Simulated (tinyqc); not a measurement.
# Input admittance of a MOSFET at zero drain bias: distributed channel and distributed gate: two studies

Source and drain grounded, strong inversion, w = 2 pi f, Cox = eps0 eox/tox. The channel is an RC line of resistance 1/(mu Cox Vo) per square fed from both ends, so one finger has the intrinsic admittance y = i w Cox L tanh(g)/g per width, g = (1/2) sqrt(i w tau), tau = L^2/(mu Vo). The vertical resistance rv/L is in series with y, the overlaps 2 i w Cov in parallel: y_t = 1/(1/y + rv/L) + 2 i w Cov. The gate strip is a line of Rsh/L per length loaded by y_t, so a finger has Y = y_t Wf tanh(k)/k, k = (Wf/sd) sqrt(y_t Rsh/L); the device has Nf Y.

Values chosen for this exercise; values of the order met in silicon radio-frequency transistors:
- eox = 3.9 (relative permittivity of the gate insulator (close to silicon dioxide))
- tox = 2.3 nm (insulator thickness)
- L = 0.98 um (channel length)
- Wf = 10 um (finger width)
- Nf = 32 (number of fingers)
- mu = 230 cm^2/(V s) (channel mobility)
- Vo = 0.43 V (gate overdrive)
- Rsh = 6.1 ohm/square (sheet resistance of the gate)
- rv = 1.8 ohm um^2 (vertical resistivity of the gate stack)
- sd = 2 (number of ends at which a finger is contacted)
- Cov = 0.22 fF/um (overlap and fringe capacitance on each side)
- f = 1.1 GHz (frequency)

Constants: eps0 = 8.8541878128e-14 F/cm where lengths are in cm. Results are converted to the units shown.

Each table varies one quantity; the others keep the values above.

## Input impedance against frequency

Low-frequency limits, with c = Cox L and ct = c + 2 Cov: R_strip = Rsh Wf/(3 sd^2 L Nf), R_ch = (c/ct)^2 L/(12 mu Cox Vo Wf Nf), R_vert = (c/ct)^2 rv/(L Wf Nf), C = ct Wf Nf. Z = 1/(Nf Y) = R + 1/(i w C), Q = |Im Z|/R, far-point signal |1/cosh k|.

The same in every row: low-frequency R (ohm) = 1.788.

Input impedance against frequency:
```
f (GHz)     w tau      |k|  R (ohm)  C (fF)       Q  signal at the far point
0.01     0.006101  0.01217    1.788    4849    1836                    1.000
0.03      0.01830  0.02108    1.788    4849   611.9                    1.000
0.08      0.04881  0.03443    1.788    4849   229.5                    1.000
0.2        0.1220  0.05443    1.788    4849   91.79                    1.000
0.6        0.3661  0.09425    1.788    4848   30.60                   0.9999
2           1.220   0.1715    1.787    4838   9.206                   0.9985
4           2.441   0.2401    1.783    4805   4.644                   0.9942
10          6.101   0.3569    1.759    4590   1.972                   0.9729
30          18.30   0.4808    1.574    3401  0.9909                   0.9251
```

R falls from 1.79 to 1.57 ohm and C falls from 4850 to 3400 fF. Q goes as f^(-1.00) between the first two rows and f^(-0.63) between the last two, where w tau = 18.3 and |k| = 0.481. The low-frequency limits hold both R and C within 5 % up to f = 4 GHz among the rows.

## Effect of the gate overdrive

Same model as above.

Results:
```
Vo (V)   w tau     |k|  R (ohm)  low-frequency R (ohm)  C (fF)      Q  signal at the far point
0.2      1.443  0.1270    3.648                  3.651    4834  8.206                   0.9990
0.35    0.8246  0.1275    2.158                  2.158    4844  13.84                   0.9994
0.5     0.5772  0.1276    1.561                  1.561    4847  19.13                   0.9996
0.65    0.4440  0.1276    1.239                  1.239    4848  24.08                   0.9997
0.95    0.3038  0.1276   0.9009                 0.9009    4848  33.12                   0.9998
1.1     0.2624  0.1276   0.8009                 0.8009    4849  37.26                   0.9998
1.25    0.2309  0.1276   0.7249                 0.7249    4849  41.16                   0.9998
```

Estimate the missing row, Vo = 0.8 V.

Computed row:
```
Vo (V)   w tau     |k|  R (ohm)  low-frequency R (ohm)  C (fF)      Q  signal at the far point
0.8     0.3608  0.1276    1.038                  1.038    4848  28.74                   0.9997
```

With this row back in the table: As Vo goes from 0.2 to 1.25, R falls from 3.65 to 0.725 ohm, C stays near 4850 fF and Q rises from 8.21 to 41.2. Only the channel term depends on Vo.

Computed by the program tinyqc: `OMP_NUM_THREADS=1 python tinyqc.py 2262167 2262168 out.jsonl`, one thread of a shared Intel Xeon 2.30GHz, about 0.01 s for the whole run.
